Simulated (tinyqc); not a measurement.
From Debye to Thomas-Fermi: static screening by free carriers.

kF = (3 pi^2 n/Mv)^(1/3), EF = c kF^2/m with c = hbar^2/2m0, n in 1/angstrom^3 (1e-24 per 1/cm^3), e2 = e^2/(4 pi eps0). Thomas-Fermi: qTF^2 = 6 pi e2 n/(eps EF). Debye: qD^2 = 4 pi e2 n/(eps kB T).

F_j(eta) = (1/Gamma(j + 1)) integral_0^infinity x^j dx/(1 + exp(x - eta)), which tends to exp(eta) for eta << 0.

At finite T: qs^2 = qD^2 F_-1/2(eta)/F_1/2(eta), where n = Mv N F_1/2(eta) and N = 2 (m kB T/(4 pi c))^(3/2) with c = hbar^2/2m0, in 1/angstrom^3; times 1e24 for 1/cm^3.

Constants: hbar^2/2m0 = 3.80998211 eV angstrom^2; e^2/(4 pi eps0) = 14.39964547 eV angstrom; kB = 8.617333262e-05 eV/K.

Inputs chosen for the exercise (near those of Si; the results hold for these values, not for the real material): m = 0.3199 m0 (mass of one isotropic valley); Mv = 6 (valleys); eps = 11.8 (background dielectric constant); T = 200 K.

Screening lengths (angstrom):
```
n (1/cm^3)    eta  Debye  Thomas-Fermi  finite T
4.0e+16     -5.91  167.6         20.95     167.7
3.0e+17     -3.89  61.21         14.97     61.43
1.0e+18     -2.67  33.52         12.25     33.92
6.0e+18     -0.76  13.69         9.088     14.62
2.0e+19      0.77  7.496         7.436     9.057
7.0e+19      3.12  4.007         6.035     6.320
3.0e+20      8.88  1.936         4.735     4.761
9.0e+20     18.63  1.117         3.943     3.947
```

Debye is within 5 % of the finite-T length up to 1e+18 1/cm^3 of the densities listed and Thomas-Fermi from 7e+19 on. The length goes as n^-0.50 at the low end and n^-0.17 at the high end, against the limits -1/2 and -1/6. Both limits give too short a length.

Computed by tinyqc, a small Python program: `OMP_NUM_THREADS=1 python tinyqc.py 1680725 1680726 out.jsonl` (the numbers bound the seed that draws the inputs); one thread of a shared host (Intel(R) Xeon(R) Processor @ 2.30GHz), about 0.01 s for the whole set of steps.
